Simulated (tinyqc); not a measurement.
Raman line shape of confined optical phonons and breathing modes of small crystals: one step, computed by the program tinyqc. Command: `OMP_NUM_THREADS=1 python tinyqc.py 3006656 3006657 out.jsonl confine walk`. One thread of a shared host (Intel(R) Xeon(R) Processor @ 2.30GHz), about 0.01 s of CPU time with the checks.

Confinement in 3 direction(s) lets phonons with q away from zero scatter light. q is in units of 2 pi/a, from 0 to 1, and the branch is isotropic: omega(q)^2 = (omega_0^2 + omega_X^2)/2 + ((omega_0^2 - omega_X^2)/2) cos(pi q). The model and its constant beta are phenomenological; beta = 8 is the common choice.

Task: Range of wave vectors. Weight W(q) = q^2 exp(-(2 L q/a)^2/(2 beta)) dq, that is exp(-k^2 L^2/(2 beta pi^2)) for k = 2 pi q/a. Width q_c = a sqrt(2 beta)/(2 L), where the exponential falls to 1/e; curvature of the branch: omega(q) = omega_0 - c q^2, c = pi^2 (omega_0^2 - omega_X^2)/(8 omega_0); for small q_c the mean of q^2 is (number of confined directions) q_c^2/2, and the mean shift is -c times that.

Inputs (values chosen for the exercise, modelled on silicon):
```
quantity                                value      unit
bulk frequency omega_0                    521      1/cm
frequency at the zone boundary omega_X    408      1/cm
lattice constant a                      5.431  angstrom
size L                                     11        nm
confinement constant beta                   8         -
```

Shape: sphere.

Give: q_c; curvature c; mean shift, quadratic estimate; omega(q_c) - omega_0.

Result:

q_c = 0.09875 2 pi/a

curvature c = 248.6 1/cm

mean shift, quadratic estimate = -3.636 1/cm

omega(q_c) - omega_0 = -2.410 1/cm
